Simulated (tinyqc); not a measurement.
Worked calculation: Landau levels with Rashba coupling. Values are carried at full precision from step to step, so a last printed digit may differ when a step is redone from the rounded ones.

In a field B along z: l = 1/sqrt((e/hbar) B) is the magnetic length, n_B = B/(h/e) the number of states per area in one level, hbar wc = 2 muB B/m for mass m in m0; 1/angstrom^2 = 1e16/cm^2.

Constants: e/hbar = 1.519267448e-05 1/(T angstrom^2); h/e = 413566.7697 T angstrom^2; muB = 5.788381798e-05 eV/T; e^2/h = 3.874045865e-05 S.

Inputs chosen for the exercise (near those of an asymmetric InAs well; shifted at random, so the results belong to these values and not to a real crystal): B = 11.8 T (magnetic field); n = 8.6 x 1e11/cm^2 (electron sheet density); m = 0.031 m0 (mass); gs = -10.86 (g factor); aR = 0.36 eV angstrom (Rashba constant).

## Scales set by the field

Give l, n_B and the filling factor nu = n/n_B.

l = 74.69 angstrom
n_B = 2.8532 x 1e11/cm^2
nu = 3.014

## The lowest levels

H = (p + eA)^2/2m + aR (sx ky - sy kx) + gs muB B sz/2. With d = 1/2 - gs m/4: E_0 = d hbar wc, and E(N, +/-) = hbar wc [N +/- sqrt(d^2 + 2 N aR^2/(l hbar wc)^2)] for N >= 1.

List the eight lowest, in meV, with the gap to the next.

Levels:
```
label,E (meV),gap above (meV)
1-,17.437,8.305
0,25.742,34.903
2-,60.645,10.051
1+,70.696,33.183
3-,103.879,11.742
2+,115.621,31.515
4-,147.136,13.384
3+,160.520,29.896
```

The largest of these gaps, 34.90 meV, first occurs above level 0 and is kB T at 405 K. So far up a narrow-gap band the mass grows and g shrinks, which fixed values leave out.

## Where EF lies

Each listed level takes n_B electrons. At zero temperature and without broadening EF sits in the partly filled level.

Fill the listed levels in order up to nu; give the partly filled level, its energy and its filled share.

level: 1+

EF = 70.696 meV
filled share = 0.014

## Fields of the Hall plateaus

A plateau is centred where nu = n/n_B equals 1, 2, 3, 4, 5, 6; there rho_xy = h/(nu e^2).

Plateaus:
```
nu,B (T),1/B (1/T),rho_xy (kohm)
1,35.567,0.0281,25.8128
2,17.783,0.0562,12.9064
3,11.856,0.0843,8.6043
4,8.892,0.1125,6.4532
5,7.113,0.1406,5.1626
6,5.928,0.1687,4.3021
```

The order of the levels can change with B, but these counts hold wherever the levels are resolved.

## Checks

- Eight lowest levels from the matrix in 40 oscillator states against the formula, meV: they agree to 1e-10 or better.

Program tinyqc; command `OMP_NUM_THREADS=1 python tinyqc.py 1251634 1251635 out.jsonl`; about 0.01 s on one thread of a shared Intel(R) Xeon(R) Processor @ 2.30GHz.
